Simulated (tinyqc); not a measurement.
Worked calculation: tight binding, honeycomb lattice. Computed by tinyqc, a small Python program that keeps every step. Settings: t1 = 1.52, t2 = 0.3, phi = 1.49, delta = 2.48, points = 7. Command: `OMP_NUM_THREADS=1 python tinyqc.py 21293 21294 out.jsonl` (the two numbers bound the seeds that draw the settings). One thread of a shared host (Intel(R) Xeon(R) Processor @ 2.60GHz), about 0.01 s of CPU time with the checks.

## Bloch Hamiltonian at k

Parameters chosen for this model:
```
parameter     value                        unit
t1         1.520000                 eV, nearest
t2         0.300000       eV, second neighbours
phi        1.490000  rad, phase of t2 (Haldane)
delta      2.480000          eV, +/- on A and B
```

k point k (fractions of the reciprocal vectors): 0.270000  -0.160000

H_AB = -t1 (1 + exp(-i k.a1) + exp(-i k.a2)); H_AA = delta - 2 t2 sum cos(k.b + phi), H_BB = -delta - 2 t2 sum cos(k.b - phi), b = a1, a2 - a1, -a2.

H(k) at k (eV):
```
                     A                    B
A             3.347575  -2.143950+0.224636i
B  -2.143950-0.224636i            -3.299699
```

## Levels at k

Diagonalise the Hermitian matrix.

eigenvalues (eV): -3.937570  3.985446

weights |c|^2 of the basis functions:
```
     band 1    band 2
A  0.080509  0.919491
B  0.919491  0.080509
```

## Bloch Hamiltonian at K

k point K (fractions of the reciprocal vectors): 0.333333  0.666667

As before.

H(k) at K (eV):
```
          A          B
A  4.106398   0.000000
B  0.000000  -3.961123
```

## Levels at K

As before.

eigenvalues (eV): -3.961123  4.106398

weights |c|^2 of the basis functions:
```
     band 1    band 2
A  0.000000  1.000000
B  1.000000  0.000000
```

## Bands along a path

The same steps at evenly spaced points between the labelled ones.

Bands along the path (eV):
```
k             band 1    band 2
G          -5.336036  5.045486
G-K 0.33   -4.761060  4.595860
G-K 0.67   -3.986239  4.043613
K          -3.961123  4.106398
K-M 0.33   -3.856298  3.987863
K-M 0.67   -3.481970  3.589798
M          -2.860320  2.957171
M-K' 0.33  -2.098053  2.205880
M-K' 0.67  -1.317504  1.449069
K'         -0.853602  0.998877
```

With 1 band(s) filled, the highest filled level on these points lies at K' and the lowest empty one at K': a gap of 1.8525 eV, direct.

## Chern number of the lower band

On a 7 x 7 mesh, the phase of the product of overlaps around each plaquette (k1 then k2); the sum over 2 pi is an integer.

plaquette phases (rad):
```
           1          2          3          4          5          6          7
1   0.000000  -0.020878  -0.050376  -0.055375   0.016116   0.043951   0.024217
2   0.018892  -0.018843  -0.051225  -0.062297  -0.029398   0.025236   0.043951
3   0.042551   0.005901  -0.053507  -0.072266  -0.057665  -0.029398   0.016116
4  -0.009903   0.100644   0.026071  -0.078676  -0.072266  -0.062297  -0.055375
5  -0.056225   0.058836   0.481434   0.026071  -0.053507  -0.051225  -0.050376
6  -0.017112  -0.018303   0.058836   0.100644   0.005901  -0.018843  -0.020878
7  -0.007360  -0.017112  -0.056225  -0.009903   0.042551   0.018892   0.000000
```

Chern number = 0.000000
